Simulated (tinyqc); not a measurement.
# Margin needed against array size

Cells fail independently with probability Q(k) = erfc(k/sqrt(2))/2 when the margin is k standard deviations, and Y = exp(-Nb Q(k)). phi = exp(-k^2/2)/sqrt(2 pi).  k solves Y = exp(-Nb Q(k)); the estimate is sqrt(2 ln(Nb/(-ln Y))).

Inputs (values chosen for the exercise):
- Y = 0.55 (wanted yield)

Margin needed against array size:

| Nb | allowed Q | k | estimate |
|---|---|---|---|
| 2048 | 2.919e-4 | 3.439 | 4.035 |
| 32768 | 1.824e-5 | 4.129 | 4.672 |
| 524288 | 1.140e-6 | 4.727 | 5.231 |
| 8388608 | 7.127e-8 | 5.262 | 5.737 |
| 134217728 | 4.454e-9 | 5.750 | 6.202 |
| 2147483648 | 2.784e-10 | 6.202 | 6.634 |
| 34359738368 | 1.740e-11 | 6.625 | 7.039 |

A 1.68e7-fold larger array raises k only from 3.44 to 6.62; the last factor of 16 costs 0.42 standard deviations. The estimate, which drops the factor 1/(k sqrt(2 pi)) of the tail, is 17 % above k in the first row and 6.3 % above it in the last.

Program tinyqc, `OMP_NUM_THREADS=1 python tinyqc.py 2090001 2090002 out.jsonl`; Intel Xeon 2.30GHz, shared host, one thread, about 0.01 s.
